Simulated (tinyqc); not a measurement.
From results back to parameters: shallow donor in effective-mass theory, with valley-orbit splitting. Five cases, with inputs chosen for the exercise.

Problem. Without strain the levels are A1 = E0 - D0 - 4 D1 - D2, T2 = E0 - D0 + D2 and E = E0 - D0 + 2 D1 - D2. They were computed from hidden D0, D1 and D2.

Find: D1; D2; D0.

Method. E - A1 = 6 D1, T2 - E = 2 D2 - 2 D1, and the mean (A1 + 3 T2 + 2 E)/6 is E0 - D0.

Case 1.

Values chosen (out of a larger set: near those of a group-V donor in Si; not measured data): E0 = -30.9 meV (single-valley level).

A1, T2, E (meV): -44.830  -33.290  -32.230

Solution.

D1 = 2.10 meV
D2 = 1.57 meV
D0 = 3.96 meV

Case 2.

Values chosen (out of a larger set: near those of a group-V donor in Si; not measured data): E0 = -30.6 meV (single-valley level).

A1, T2, E (meV): -45.170  -33.310  -31.850

Solution.

D1 = 2.22 meV
D2 = 1.49 meV
D0 = 4.20 meV

Case 3.

Values chosen (out of a larger set: near those of a group-V donor in Si; not measured data): E0 = -33.8 meV (single-valley level).

A1, T2, E (meV): -55.830  -35.210  -34.230

Solution.

D1 = 3.60 meV
D2 = 3.11 meV
D0 = 4.52 meV

Case 4.

Values chosen (out of a larger set: near those of a group-V donor in Si; not measured data): E0 = -30.8 meV (single-valley level).

A1, T2, E (meV): -45.540  -33.620  -32.100

Solution.

D1 = 2.24 meV
D2 = 1.48 meV
D0 = 4.30 meV

Case 5.

Values chosen (out of a larger set: near those of a group-V donor in Si; not measured data): E0 = -32.7 meV (single-valley level).

A1, T2, E (meV): -72.170  -34.470  -32.510

Solution.

D1 = 6.61 meV
D2 = 5.63 meV
D0 = 7.40 meV

Computed by tinyqc, one run a case: `OMP_NUM_THREADS=1 python tinyqc.py N N+1 out.jsonl` with N = 1252480, 1252535, 1252670, 1252695, 1280115; one thread of a shared Intel(R) Xeon(R) Processor @ 2.30GHz, about 0.01 s a run at most.
